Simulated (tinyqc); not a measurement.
Inside a calculation. Model: the 3-omega method: a line heater on a substrate with a thin film. Computed by tinyqc, a small Python program that keeps every step. Command: `OMP_NUM_THREADS=1 python tinyqc.py 3002352 3002353 out.jsonl threeomega walk`. One thread of a shared host (Intel(R) Xeon(R) Processor @ 2.30GHz), about 0.01 s of CPU time with the checks. Intermediate numbers are printed to about 6 digits and carried at full precision; extremes and crossings named in words are read from the listed rows.

A current at angular frequency omega = 2 pi f heats the line at 2 omega with the amplitude P per length; the temperature swing Delta T at 2 omega gives a voltage at 3 omega. The substrate is taken as semi-infinite and isotropic, and the heat capacity of heater and film is left out.

Inputs (values chosen for the exercise, modelled on a phase-change telluride on indium phosphide):
```
quantity                                    value           unit
substrate conductivity kappa                 70.6        W/(m K)
substrate heat capacity C                    1.48  1e6 J/(m^3 K)
heater half-width b                           4.2     micrometre
power amplitude per length P                  5.3            W/m
current frequency f                          1600             Hz
film thickness t                              240             nm
film conductivity kappa_f                    0.53        W/(m K)
interface resistance R_i                      3.5       m^2 K/GW
substrate thickness d_s                       380     micrometre
temperature coefficient of resistance beta    1.8         1e-3/K
voltage amplitude V_1                        0.38              V
```

## Penetration depth

D = kappa/C; q = sqrt(2 i omega/D); penetration depth 1/|q| = sqrt(D/(2 omega)).

diffusivity D = 47.7027 mm^2/s

penetration depth = 48.7087 micrometre

|q| b = 0.0862269

penetration depth / d_s = 0.128181

## Temperature swing of the bare substrate

Delta T_s = (P/(pi kappa)) int_0^infinity (sin x/x)^2 / sqrt(x^2 + (q b)^2) dx with (q b)^2 = i |q b|^2, averaged over the heater width (12 Gauss-Legendre points on each of the pieces 0, 14 log-spaced edges from 1e-5 to 1, and multiples of pi to 40 pi; the tail adds 1/(4 (40 pi)^2)). For |q| b much below 1: Delta T_s = (P/(pi kappa)) [-ln(|q| b) + eta - i pi/4], eta = 3/2 - C_E = 0.92278, with Euler's C_E = 0.5772157.

in-phase Delta T_s = 0.0806370 K

out-of-phase Delta T_s = -0.0186653 K

in-phase, narrow-line form = 0.0806138 K

out-of-phase, narrow-line form = -0.0187677 K

The narrow-line form misses the in-phase part by -0.03 % and the out-of-phase part by +0.5 % at |q| b = 0.086.

## The film adds a constant step

One-dimensional flow across the film: Delta T_f = P (t/kappa_f + R_i)/(2 b); total in-phase swing Delta T = Delta T_s + Delta T_f; third-harmonic amplitude V_3 = V_1 beta |Delta T|/2 with the out-of-phase part included; the apparent film conductivity is t/(t/kappa_f + R_i).

Delta T_f = 0.287923 K

total in-phase swing = 0.368560 K

V_3 = 0.126209 mV

apparent film conductivity = 0.525935 W/(m K)

film share of the in-phase swing = 0.781210

The interface lowers the apparent conductivity by 1 %. The film gives a large part of the signal.

## Conductivity from the slope

Take the in-phase swing at f and at 2f; in the narrow-line limit kappa = P ln 2/(2 pi [Delta T(f) - Delta T(2f)]), whatever the film and the heater width.

in-phase Delta T_s at 2f = 0.0723784 K

kappa from the slope = 70.7970 W/(m K)

error of the slope method = 0.278981 %

## The window of frequencies

The slope value uses each f and 2f: kappa = P ln 2/(2 pi [Delta T(f) - Delta T(2f)]).

Bare substrate; columns: (1) f (Hz); (2) penetration depth (micrometre); (3) |q| b; (4) in-phase (K); (5) out-of-phase (K); (6) narrow-line form (K); (7) kappa from the slope (W/(m K)):
```
(1)            (2)         (3)         (4)          (5)          (6)      (7)
2.2        1313.58  0.00319738    0.159342   -0.0187674     0.159342  70.6003
22         415.389   0.0101110    0.131831   -0.0187654     0.131831  70.6027
220        131.358   0.0319738    0.104323   -0.0187496     0.104320  70.6272
1100       58.7449   0.0714956   0.0851065   -0.0186935    0.0850906  70.7356
4300       29.7120    0.141357   0.0688640   -0.0185318    0.0688020  71.1254
22000      13.1358    0.319738   0.0496076   -0.0178906    0.0492979  73.2084
86000      6.64381    0.632167   0.0341470   -0.0163895    0.0330093  80.2623
430000     2.97120     1.41357   0.0184022   -0.0124996    0.0137799  113.985
2.20e+06   1.31358     3.19738  0.00830660  -0.00713297  -0.00572416  239.916
1.30e+07  0.540375     7.77239  0.00341485  -0.00321707   -0.0269495  584.575
```

The slope gives kappa within 1 % up to |q| b = 0.14 (f = 4300 Hz) among these rows. The penetration depth stays under d_s/5 = 76 micrometre from f = 1100 Hz up, so a usable window lies between the two. At high f the flow turns one-dimensional: in-phase and out-of-phase parts become equal in size (ratio 0.94 in the last row) and fall as f^(-1/2) (exponent -0.50).

Checks made by the program: narrow-line limit at |q| b = 0.002 (relative difference 7e-07).
